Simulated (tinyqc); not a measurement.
What each parameter does: strained quantum well: band edges, subbands and transparency.

Growth on (001), barriers unstrained: tr(e) = e (2 - nu2), Z = b e (1 + nu2); Ec = Ev + Eg + ac tr(e), E_HH = Ev + av tr(e) + Z, E_LH = Ev + av tr(e) - Z (coupling to the split-off band left out).

Masses along z: me, 1/(g1 - 2 g2) for HH, 1/(g1 + 2 g2) for LH, likewise in the barrier; in the plane me, 1/(g1 + g2) for HH and 1/(g1 - g2) for LH (no mixing, which understates the hole masses away from k = 0). Level n solves k L + 2 atan[(k/m)/(kappa/mb)] = n pi, k = sqrt(m E/c), kappa = sqrt(mb (V - E)/c), c = hbar^2/2m0.

Transparency (Bernard-Duraffourg): Fc - Fv equals the lowest transition energy with n = p, n = sum m/(2 pi c) kB T ln(1 + exp((Fc - E)/kB T)) and p likewise over the listed subbands; c = hbar^2/2m0, 1/angstrom^2 = 1e16/cm^2.

Constants: hbar^2/2m0 = 3.80998211 eV angstrom^2; kB = 8.617333262e-05 eV/K; hc = 1239.841984 eV nm.

Values chosen for the exercise (near those of an InGaAs/AlGaAs well; not measured data): e = -0.0155 (strain in the plane); nu2 = 0.953 (2 C12/C11); Eg = 1.103 eV (unstrained gap of the well); Ev = -0.754 eV (its valence edge); ac = -6.71 eV; av = 1.12 eV (Ev moves by av tr(e)); b = -1.96 eV (shear potential); Egb = 1.666 eV (gap of the barrier); Evb = -0.905 eV (its valence edge); L = 90 angstrom (well width); me = 0.0564 m0 (electron mass); g1 = 9.84 (gamma1); g2 = 3.48 (gamma2); meb = 0.084 m0; g1b = 6.3; g2b = 1.8; T = 300 K (temperature).

Edge wavelength, hh1 - lh1 and n_tr.

One parameter was then changed.

Results before and after:
```
case     wavelength (nm)  hh1 - lh1 (meV)  n_tr (1e12/cm^2)
base              1014.5            131.9             0.586
changed           1021.8            148.0             0.584
```

Which of these changes was made? (a) Eg = 1.083 eV; (b) L = 82 angstrom; (c) me = 0.062 m0; (d) ac = -6.04 eV; (e) e = -0.0175; (f) g1 = 10.43; (g) T = 340 K; (h) b = -2.25 eV.

Answer: (h) b = -2.25 eV. Of the candidates, run in turn, only this one gives the changed row.

All candidates:
```
case             wavelength (nm)  hh1 - lh1 (meV)  n_tr (1e12/cm^2)
base                      1014.5            131.9             0.586
L = 82 angstrom           1008.4            132.6             0.568
e = -0.0175               1007.8            145.6             0.585
Eg = 1.083 eV             1030.8            131.9             0.586
b = -2.25 eV              1021.8            148.0             0.584
ac = -6.04 eV             1023.3            131.9             0.586
me = 0.062 m0             1016.1            131.9             0.619
g1 = 10.43                1013.4            130.7             0.562
T = 340 K                 1014.5            131.9             0.687
```

Run: tinyqc, `OMP_NUM_THREADS=1 python tinyqc.py 1281990 1281991 out.jsonl`; Intel(R) Xeon(R) Processor @ 2.30GHz, one thread, shared host; about 0.01 s of CPU time with all checks.
